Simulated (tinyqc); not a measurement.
Thermal and gravitational stress in a wafer during furnace and rapid thermal processing, and the onset of slip: one step, computed by the program tinyqc.

A thin free disc in plane stress, isotropic; T(r) = T_centre + dT (r/R)^n with n = 2. Stress is positive in tension; sigma_SB = 5.670374419e-8 W/(m^2 K^4), g = 9.80665 m/s^2.

Task: Gravity. Own weight q = rho g t on a ring of radius b R, x = r/R: moments of an edge-supported plate, M_r = q R^2 (3 + nu)(1 - x^2)/16 and M_t = q R^2 [(3 + nu) - (1 + 3 nu) x^2]/16, less the uniform moment inside the ring load, q R^2 [(1 - nu)(1 - b^2) - 2 (1 + nu) ln b]/8; stress at the lower face = 6 M/t^2.

Inputs (values chosen for the exercise, modelled on silicon): wafer radius R = 100 mm; thickness t = 725 micrometre; Poisson ratio nu = 0.28; density rho = 2330 kg/m^3; radius of the support ring over R = 0.84.

Give: stress at the centre; radial stress at the ring; hoop stress at the ring.

Result:

stress at the centre = 0.2320 MPa

radial stress at the ring = -0.04148 MPa

hoop stress at the ring = 0.07860 MPa
